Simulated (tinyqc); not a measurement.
Grain-boundary diffusion: Harrison regimes, Fisher and Le Claire analysis, Hart average: one step, computed by the program tinyqc. Command: `OMP_NUM_THREADS=1 python tinyqc.py 3013581 3013582 out.jsonl gbdiff walk`. One thread of a shared host (Intel(R) Xeon(R) Processor @ 2.30GHz), about 0.01 s of CPU time with the checks.

A boundary is a slab of width delta with diffusivity D_b, normal to a surface held at constant concentration; it leaks into grains of diffusivity D.

Question. Penetration along an isolated boundary. Fisher: the mean concentration falls as exp(-y/y_F), y_F = sqrt(P) (pi t/(4 D))^(1/4), with the boundary equation P d2c/dy2 = 2 c sqrt(D/(pi t)). Le Claire (from the Whipple solution): ln c falls as -(y/y_L)^(6/5) with P = 1.322 sqrt(D/t) y_L^2.

Inputs (values chosen for the exercise, for a model polycrystal): temperature T = 772 K; time t = 47000 s.

triple product P = 1.026142e-23 m^3/s

D = 4.793220e-20 m^2/s

Give: Fisher depth y_F; Le Claire depth y_L.

Answer.

Fisher depth y_F = 3.001 um

Le Claire depth y_L = 2.772 um
